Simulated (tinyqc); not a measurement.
RKS/B3LYP (VWN-RPA form) in the sto-3g basis, for H4, spin multiplicity 1, step by step. One step of it, computed by the program tinyqc.

Problem. Iteration 1: building the Kohn-Sham matrix. J_ij = sum D_kl (ij|kl), K_ij = sum D_kl (ik|jl); F = H + J - 0.1 K + V_xc; E = tr D H + tr D J / 2 - 0.05 tr D K + E_xc + E_nn.

D at the start, lower triangle:
```
          1H 1s     2H 1s     3H 1s     4H 1s
1H 1s  0.968338
2H 1s  0.091145  0.928655
3H 1s  0.016014  0.093716  0.928724
4H 1s  0.005692  0.015995  0.091120  0.968384
```

core Hamiltonian H = T + V (hartree), lower triangle:
```
           1H 1s      2H 1s      3H 1s      4H 1s
1H 1s  -1.240029
2H 1s  -0.640304  -1.528323
3H 1s  -0.106619  -0.723689  -1.528097
4H 1s  -0.008206  -0.106417  -0.639358  -1.239629
```

Two-electron integrals (ij|kl) in chemists' order, unique and non-zero (hartree):
```
(11|11) 0.774606   (21|11) 0.207478   (21|21) 0.077922   (22|11) 0.403084
(22|21) 0.207478   (22|22) 0.774606   (31|11) 0.021790   (31|21) 0.009333
(31|22) 0.029598   (31|31) 0.001337   (32|11) 0.109329   (32|21) 0.055984
(32|22) 0.222073   (32|31) 0.009845   (32|32) 0.087927   (33|11) 0.214299
(33|21) 0.104718   (33|22) 0.414311   (33|31) 0.021790   (33|32) 0.222073
(33|33) 0.774606   (41|11) 0.001029   (41|21) 0.000489   (41|22) 0.001753
(41|31) 0.000081   (41|32) 0.000682   (41|33) 0.001753   (41|41) 0.000006
(42|11) 0.011551   (42|21) 0.005642   (42|22) 0.021743   (42|31) 0.001053
(42|32) 0.009825   (42|33) 0.029541   (42|41) 0.000081   (42|42) 0.001332
(43|11) 0.061960   (43|21) 0.028440   (43|22) 0.104555   (43|31) 0.005645
(43|32) 0.055895   (43|33) 0.207141   (43|41) 0.000488   (43|42) 0.009302
(43|43) 0.077696   (44|11) 0.142099   (44|21) 0.062031   (44|22) 0.214212
(44|31) 0.011570   (44|32) 0.109272   (44|33) 0.402822   (44|41) 0.001029
(44|42) 0.021743   (44|43) 0.207141   (44|44) 0.774606
```

nuclear repulsion = 1.85007260 hartree

V_xc (hartree), lower triangle:
```
           1H 1s      2H 1s      3H 1s      4H 1s
1H 1s  -0.357164
2H 1s  -0.113105  -0.366711
3H 1s  -0.015130  -0.121859  -0.366686
4H 1s  -0.000937  -0.015098  -0.112913  -0.357137
```

E_xc = sum of w rho eps_xc = -1.12853907 hartree

Give: Coulomb J; exchange K; Kohn-Sham matrix F; total energy of this density.

Solution.

Coulomb J (hartree), lower triangle:
```
       1H 1s  2H 1s  3H 1s  4H 1s
1H 1s  1.532
2H 1s  0.581  1.802
3H 1s  0.085  0.662  1.802
4H 1s  0.006  0.085  0.580  1.531
```

exchange K (hartree), lower triangle:
```
       1H 1s  2H 1s  3H 1s  4H 1s
1H 1s  0.864
2H 1s  0.457  0.962
3H 1s  0.120  0.497  0.961
4H 1s  0.020  0.120  0.456  0.864
```

Kohn-Sham matrix F (hartree), lower triangle:
```
        1H 1s   2H 1s   3H 1s   4H 1s
1H 1s  -0.152
2H 1s  -0.218  -0.189
3H 1s  -0.049  -0.234  -0.189
4H 1s  -0.006  -0.049  -0.218  -0.152
```

total energy of this density = -1.75308 hartree

This density is the starting one; it is not idempotent, so its energy is not variational and may lie below the converged one.
